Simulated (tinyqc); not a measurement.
Inside a calculation. Method: Hueckel theory of the pi electrons with the omega technique, for the molecule C=CC(=C)C(=C)C=O (SMILES; centres numbered as the heavy atoms are written). One step of it, computed by the program tinyqc.

Task: Omega technique, round 1. h_r = h_r(0) + omega q_r, omega = 1, with q_r = z_r - P_rr; 0.5 of the old diagonal is kept.

Hueckel matrix in units of beta (H = alpha + beta A), lower triangle:
```
          1C        2C        3C        4C        5C        6C        7C        8O
1C  0.000000
2C  1.000000  0.000000
3C  0.000000  1.000000  0.000000
4C  0.000000  0.000000  1.000000  0.000000
5C  0.000000  0.000000  1.000000  0.000000  0.000000
6C  0.000000  0.000000  0.000000  0.000000  1.000000  0.000000
7C  0.000000  0.000000  0.000000  0.000000  1.000000  0.000000  0.000000
8O  0.000000  0.000000  0.000000  0.000000  0.000000  0.000000  1.000000  0.950000
```

charge and bond-order matrix P, lower triangle:
```
           1C         2C         3C         4C         5C         6C        7C        8O
1C   0.998702
2C   0.905781   1.000626
3C   0.001924   0.414069   0.996801
4C  -0.415083   0.001924   0.829152   1.009814
5C  -0.076629  -0.003825   0.368784  -0.014936   1.026578
6C   0.011112  -0.076629  -0.014936  -0.357166   0.802579   0.798324
7C  -0.016860  -0.045285   0.025952  -0.103202   0.452913   0.243190  0.668443
8O   0.031344   0.012916  -0.064358   0.040888  -0.088993  -0.349666  0.782394  1.500710
```

Centres:
```
centre  z_r, pi electrons of the neutral centre         h
1C                                            1  0.000000
2C                                            1  0.000000
3C                                            1  0.000000
4C                                            1  0.000000
5C                                            1  0.000000
6C                                            1  0.000000
7C                                            1  0.000000
8O                                            1  0.950000
```

Give: matrix after round 1.

Result:

matrix after round 1, lower triangle:
```
        1C       2C      3C       4C       5C      6C      7C      8O
1C  0.0006
2C  1.0000  -0.0003
3C  0.0000   1.0000  0.0016
4C  0.0000   0.0000  1.0000  -0.0049
5C  0.0000   0.0000  1.0000   0.0000  -0.0133
6C  0.0000   0.0000  0.0000   0.0000   1.0000  0.1008
7C  0.0000   0.0000  0.0000   0.0000   1.0000  0.0000  0.1658
8O  0.0000   0.0000  0.0000   0.0000   0.0000  0.0000  1.0000  0.6996
```
